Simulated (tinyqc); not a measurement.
Gate voltage for a given inversion charge.

Problem. p-type body, charge-sheet picture, depletion and inversion only, full ionisation (an idealisation for deep acceptors), Boltzmann statistics (rough once Na exp(x - xn) passes about Nc/7). In units of Vt: xg = (Vg - Vfb)/Vt, x = psi/Vt, G = gamma/sqrt(Vt), xn = (2 phiF + Vc)/Vt. The implicit equation is (xg - x)^2 = G^2 [x - 1 + exp(x - xn)] for x above about 3. Cox = eps0 eox/tox. ni = sqrt(Nc Nv) exp(-Eg/(2 Vt)), Eg in volts; phiF = Vt ln(Na/ni); gamma = sqrt(2 q eps0 eps_r Na)/Cox. N_inv = (Cox Vt G/q) [sqrt(x - 1 + exp(x - xn)) - sqrt(x - 1)]. Find x - xn, psi and Vg.

Values chosen for this exercise; band and dielectric values close to those of silicon: temperature T = 300 K; band gap Eg = 1.1 eV; relative permittivity eps_r = 11.8; conduction-band density of states at T Nc = 2.84e19 cm^-3; valence-band density of states at T Nv = 2.65e19 cm^-3; relative permittivity of the gate insulator (close to silicon dioxide) eox = 3.9; insulator thickness tox = 20 nm; acceptor density Na = 1.7e17 cm^-3; flat-band voltage Vfb = -0.75 V; channel-body voltage Vc = 0.5 V.

Constants: q = 1.602176634e-19 C, kB = 1.380649e-23 J/K, Vt = kB T/q, eps0 = 8.8541878128e-14 F/cm where lengths are in cm. Results are converted to the units shown.

N_inv = 3.7e11 cm^-2

Solution. N_inv rises steadily with x, so it fixes x; the implicit equation then gives xg directly.

x - xn = 3.222
psi = 1.420 V
Vg = 2.646 V

Numbers from tinyqc (`OMP_NUM_THREADS=1 python tinyqc.py 2122123 2122124 out.jsonl`; about 0.01 s on one thread of a shared Intel Xeon 2.30GHz).
